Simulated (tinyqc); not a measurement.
Inside a calculation. Method: tight binding, dimerised chain. One step of it, computed by the program tinyqc.

Task: Levels at X. Diagonalise the Hermitian matrix.

H(k) at X (eV):
```
,A,B
A,0.000000,-0.060000
B,-0.060000,0.000000
```

Give: eigenvalues; weights |c|^2 of the basis functions.

Result:

eigenvalues (eV): -0.0600  0.0600

weights |c|^2 of the basis functions:
```
,band 1,band 2
A,0.5000,0.5000
B,0.5000,0.5000
```
